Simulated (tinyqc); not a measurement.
Single-photon avalanche diode, trigger probability and counting: two steps of the calculation.

A multiplication layer of width W with the uniform field V/W; alpha = an exp(-bn/E) for electrons, beta = ap exp(-bp/E) for holes (local model, no dead space). a = alpha W, b = beta W. Electrons enter at x = 0, holes at x = W. P0 is the probability that an electron entering at 0 starts a lasting avalanche, PW the same for a hole entering at W.

Values chosen for this exercise; ionisation coefficients close to those of silicon: excess bias Vx = 3.4 V; probability that a photon makes a pair that enters the layer eta = 0.58; thermal generation rate in the layer Gd = 37000 1/s; dead time td = 10 ns; diode capacitance Cd = 130 fF; quench resistance Rq = 500 kohm; trapping probability per avalanche carrier pa = 1.1e-8; trap release time tt = 7.3 ns; photon rate nph = 1.1e5 1/s.

Constants: q = 1.602176634e-19 C. Results are converted to the units shown.

Problem 1. Trigger probability by substitution. PW = 1 - (1 - P0)^(b/a); P0(new) = PW/(PW + (1 - PW) exp(b - a)).

P0 at the start = 0.9
a = 2.6882136
b = 1.3379651

Give: PW; P0 after iteration 1.

Solution 1.

PW = 0.68210
P0 after iteration 1 = 0.89223

Problem 2. Detection, dark counts, afterpulses and dead-time loss. Pm is the mean trigger probability of pairs made evenly in the layer. PDP = eta P0; dark counts Gd Pm; avalanche charge Cd Vx/q; afterpulse probability pa (Cd Vx/q) exp(-td/tt) Pm; true rate n = nph PDP + dark counts; measured n/(1 + n td) (non-paralysable) or n exp(-n td) (paralysable); recharge time Rq Cd.

P0 = 0.87514673
Pm = 0.77397721

Find: PDP; dark counts; avalanche charge; afterpulse probability; true rate; measured, non-paralysable; measured, paralysable; recharge time.

Solution 2.

PDP = 0.5076
dark counts = 2.864e4 1/s
avalanche charge = 2.759e6 electrons
afterpulse probability = 0.5969 %
true rate = 8.447e4 1/s
measured, non-paralysable = 8.440e4 1/s
measured, paralysable = 8.440e4 1/s
recharge time = 65.00 ns

Dead time hides 0.084 % of the events in the first model and 0.084 % in the second.

Numbers from tinyqc (`OMP_NUM_THREADS=1 python tinyqc.py 2630056 2630057 out.jsonl`; about 0.01 s on one thread of a shared Intel Xeon 2.30GHz).
